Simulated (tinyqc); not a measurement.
Pariser-Parr-Pople SCF with singles CI, for the molecule O=CC1=CC=C1O (SMILES; centres numbered as the heavy atoms are written), step by step. One step of it, computed by the program tinyqc.

Task: PPP integrals. Mataga-Nishimoto: gamma = 14.399645/(R + a), a = 2 x 14.399645/(gamma_rr + gamma_ss); H_rr = -W_r - sum_(s != r) z_s gamma_rs; H_rs = beta for bonds.

Centres (angstrom, eV; a flat drawing with bonds scaled to 1.40 angstrom):
```
centre          x          y  core charge z          W   gamma_rr
1O      -2.388000   0.325000              1  17.700000  15.200000
2C      -1.506000  -0.762000              1  11.160000  11.130000
3C      -0.123000  -0.541000              1  11.160000  11.130000
4C       1.011000  -1.362000              1  11.160000  11.130000
5C       1.832000  -0.228000              1  11.160000  11.130000
6C       0.698000   0.593000              1  11.160000  11.130000
7O       0.477000   1.975000              2  33.000000  21.500000
```

Resonance integrals (eV):
```
i  j       beta
1  2  -2.230000
2  3  -2.120000
3  4  -2.120000
4  5  -2.120000
5  6  -2.120000
6  7  -1.990000
6  3  -2.120000
```

Give: repulsion gamma_rs; core matrix H.

Result:

repulsion gamma_rs (eV), lower triangle:
```
        1O      2C      3C      4C      5C      6C      7O
1O  15.200
2C   5.775  11.130
3C   4.092   5.344  11.130
4C   2.946   3.710   5.346  11.130
5C   2.692   3.081   4.399   5.346  11.130
6C   3.436   3.710   5.346   4.399   5.346  11.130
7O   3.520   3.378   4.151   3.379   4.151   6.310  21.500
```

core matrix H (eV), lower triangle:
```
         1O       2C       3C       4C       5C       6C       7O
1O  -43.680
2C   -2.230  -39.537
3C    0.000   -2.120  -43.988
4C    0.000    0.000   -2.120  -39.663
5C    0.000    0.000    0.000   -2.120  -40.324
6C    0.000    0.000   -2.120    0.000   -2.120  -46.015
7O    0.000    0.000    0.000    0.000    0.000   -1.990  -57.888
```
